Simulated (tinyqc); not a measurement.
Born-von Karman spring model of a cubic crystal with one atom per cell: one step, computed by the program tinyqc. Command: `OMP_NUM_THREADS=1 python tinyqc.py 3030416 3030417 out.jsonl springs walk`. One thread of a shared host (Intel(R) Xeon(R) Processor @ 2.30GHz), about 0.2 s of CPU time with the checks.

First neighbours lie at a/2 (1,1,0) (12 of them), second at a (1,0,0) (6), with all permutations and signs; the volume per atom is Omega = a^3/4.

Task: Dynamical matrix at q. A neighbour at R with unit vector n couples by the matrix K(R) = kL n n^T + kT (1 - n n^T), and D(q) = (1/M) sum_R K(R) [1 - cos(q.R)].

Inputs (values chosen for the exercise, for a model crystal):
```
quantity                value           unit
atomic mass M             144              u
radial spring k1L        2.19  eV/angstrom^2
transverse spring k1T  -0.018  eV/angstrom^2
radial spring k2L       0.075  eV/angstrom^2
transverse spring k2T   0.012  eV/angstrom^2
```

Lattice: fcc.

wave vector q (2 pi/a): 0.28  0.12  0.38

Give: D(q).

Result:

D(q) (eV/(angstrom^2 u)):
```
         x        y        z
x  0.03662  0.00870  0.02197
y  0.00870  0.03252  0.01050
z  0.02197  0.01050  0.04477
```
